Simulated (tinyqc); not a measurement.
Hall effect and magnetoresistance of several carrier groups with constant relaxation times. Which input was changed? Computed by tinyqc, a small Python program. Command: `OMP_NUM_THREADS=1 python tinyqc.py 3030470 3030471 out.jsonl hall2 which`. One thread of a shared host (Intel(R) Xeon(R) Processor @ 2.30GHz), about 0.04 s of CPU time with the checks.

Group 1 has charge -e and group 2 charge -e; s_i is that sign. B lies along z; mu B is formed with mu in m^2/(V s).

Inputs (values chosen for the exercise, for a model conductor):
```
quantity            value        unit
density n1        8.4e+10      1/cm^2
mobility mu1         5300  cm^2/(V s)
density n2        1.2e+11      1/cm^2
mobility mu2          230  cm^2/(V s)
magnetic field B    0.092           T
```

Carriers: two electron groups. Densities: per area (a thin layer).

Constants: e = 1.602176634e-19 C.

Method. sigma_xx = sum n_i e mu_i/(1 + mu_i^2 B^2); sigma_xy = sum s_i n_i e mu_i^2 B/(1 + mu_i^2 B^2). rho_xx = sigma_xx/(sigma_xx^2 + sigma_xy^2); Hall coefficient R_H = sigma_xy/(B (sigma_xx^2 + sigma_xy^2)), with B in V s/cm^2 (1 T = 1e-4 V s/cm^2); magnetoresistance MR = rho_xx(B)/rho_xx(0) - 1. Apparent density 1/(e |R_H|); Hall mobility |R_H|/rho_xx.

Problem. One of these inputs alone was changed, within the range given: density n1 (4.2e+10 to 1.68e+11); mobility mu1 (2650 to 1.06e+04); mobility mu2 (115 to 460); magnetic field B (0.046 to 0.184). Which one, and to what value?

Results:
```
run     magnetoresistance MR (%)  sigma at B = 0 (S)  apparent density (1/cm^2)
before                0.01195889        7.575091e-05               9.448493e+10
after                 0.01562398        9.378501e-05               9.236184e+10
```

Solution.

Each candidate set to reproduce magnetoresistance MR, and what it then gives:
```
candidate                       range searched  value needed  sigma at B = 0 (S)  apparent density (1/cm^2)
density n1 (1/cm^2)        4.2e+10 to 1.68e+11      6.166e10          5.6780e-05                 7.2250e+10
mobility mu1 (cm^2/(V s))     2650 to 1.06e+04          6640          9.3785e-05                 9.2362e+10
mobility mu2 (cm^2/(V s))           115 to 460         328.3          7.7640e-05                 9.8983e+10
magnetic field B (T)            0.046 to 0.184        0.1052          7.5751e-05                 9.4485e+10
```

Only mobility mu1 fits every result: it went from 5300 to 6640 cm^2/(V s). The next best candidate, mobility mu2, misses one result by 17 %.
